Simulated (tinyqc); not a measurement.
Rapid thermal processing of a wafer: radiative balance, ramp and cooling, pattern effects, pyrometer error and spike budget: one step, computed by the program tinyqc.

The wafer is opaque and uniform through its thickness unless said otherwise; temperatures in formulas are in kelvin (C + 273.15). sigma = 5.670374419e-12 W/(cm^2 K^4).

Task: Pattern effect. At steady state a sinusoidal change of absorbed power of relative amplitude a and period p gives the temperature amplitude a q/(dq/dT + k d (2 pi/p)^2); healing length l = sqrt(k d/(dq/dT)); process change = E_a dT/(k_B T^2). Emissivity is taken as unchanged.

Inputs (values chosen for the exercise, modelled on a hot silicon wafer):
```
quantity                                        value        unit
wafer thickness d                                 625  micrometre
thermal conductivity k                           0.22    W/(cm K)
wall temperature T_w                              500           K
process temperature                               695           C
relative change of absorptivity over a pattern      7           %
period of the pattern                             2.5          mm
activation energy of the process E_a             3.46          eV
```

dq/dT = 19.39374 mW/(cm^2 K)

holding power q = 4.652081 W/cm^2

Constants: k_B = 8.617333262e-05 eV/K.

Give: healing length l; amplitude without lateral conduction; amplitude; change of the process rate.

Result:

healing length l = 8.420 mm

amplitude without lateral conduction = 16.79 K

amplitude = 0.03741 K

change of the process rate = 0.1603 %

Lateral conduction cuts the amplitude to 0.22 %, since p/(2 pi l) = 0.047.
